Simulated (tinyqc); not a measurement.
Haynes-Shockley experiment: drift, diffusion and decay of a minority-carrier pulse: one step, computed by the program tinyqc.

A thin sheet of excess carriers is made at x = 0, t = 0 in a long uniform bar; injection is low, so the pulse moves with the minority mobility.

Task: The signal at the collector. dn(x, t) = N0/sqrt(4 pi D t) exp(-(x - v t)^2/(4 D t) - t/tau). At fixed x the signal peaks where d ln(dn)/dt = 0: a t^2 + t/2 - x^2/(4 D) = 0 with a = v^2/(4 D) + 1/tau. The full width at half maximum is found by solving dn(x, t) = peak/2 on both sides of the peak.

Inputs (values chosen for the exercise, modelled on electrons in p-type germanium in a lightly doped bar):
```
quantity                       value         unit
lifetime tau                     440  microsecond
temperature T                    330            K
distance d to the collector     0.84           cm
injected sheet density N0    2.3e+09       1/cm^2
```

drift velocity v = 24779 cm/s

D = 99.24583 cm^2/s

Give: time of the peak t_p; peak density; width at half maximum.

Result:

time of the peak t_p = 33.714 microsecond

peak density = 1.0373e+10 1/cm^3

width at half maximum = 7.7627 microsecond
